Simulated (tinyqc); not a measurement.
Optical constants across the spectrum: Lorentz oscillators and the Kramers-Kronig relations.

eps(E) = 1 + sum_j S_j/(E0_j^2 - E^2 - i G_j E).

n + i k = sqrt(eps1 + i eps2) with k >= 0; R = ((n - 1)^2 + k^2)/((n + 1)^2 + k^2) at normal incidence from vacuum; alpha = 2 E k/(hbar c), times 1e8 for 1/cm; loss function Im(-1/eps) = eps2/(eps1^2 + eps2^2).

Constants: hbar c = 1973.269805 eV angstrom.

Parameters, chosen for this exercise (out of a larger set: line positions loosely like those of Si; Lorentz tails absorb below the gap, where the real solid is clear; not measured data):

| symbol | value | unit | meaning |
|---|---|---|---|
| E0 | (3.48, 4.11, 5.41) | eV | resonances |
| G | (0.29, 0.36, 1.17) | eV | widths |
| S | (43.6, 112.9, 49.4) | eV^2 | strengths |

Spectrum:

| E (eV) | eps1 | eps2 | n | k | R | loss |
|---|---|---|---|---|---|---|
| 0.81 | 13.481 | 0.260 | 3.672 | 0.035 | 0.327 | 0.001 |
| 1.92 | 16.595 | 0.955 | 4.075 | 0.117 | 0.368 | 0.003 |
| 3.02 | 31.057 | 6.344 | 5.602 | 0.566 | 0.490 | 0.006 |
| 4.13 | -12.143 | 78.413 | 5.797 | 6.764 | 0.748 | 0.012 |
| 5.24 | -9.980 | 9.539 | 1.383 | 3.449 | 0.685 | 0.050 |
| 6.34 | -8.439 | 2.672 | 0.454 | 2.940 | 0.831 | 0.034 |
| 7.45 | -4.608 | 0.815 | 0.189 | 2.155 | 0.875 | 0.037 |
| 8.56 | -2.775 | 0.381 | 0.114 | 1.670 | 0.887 | 0.049 |
| 9.66 | -1.759 | 0.218 | 0.082 | 1.329 | 0.888 | 0.069 |
| 10.77 | -1.115 | 0.138 | 0.065 | 1.058 | 0.884 | 0.110 |
| 11.88 | -0.680 | 0.094 | 0.057 | 0.827 | 0.873 | 0.200 |
| 12.98 | -0.373 | 0.068 | 0.055 | 0.614 | 0.851 | 0.471 |

What can be read from this table?

Among the energies listed the largest values are at (eV): eps2 4.13; n 4.13; k 4.13; R 9.66; loss 12.98 (last row, still rising). eps1 crosses zero at 4.10 and 14.98 eV; the last crossing is upward and marks the plasmon, against sqrt(sum S) = 14.35 eV for free electrons.

tinyqc: `OMP_NUM_THREADS=1 python tinyqc.py 1682197 1682198 out.jsonl`; about 0.2 s, one thread, shared Intel(R) Xeon(R) Processor @ 2.30GHz.
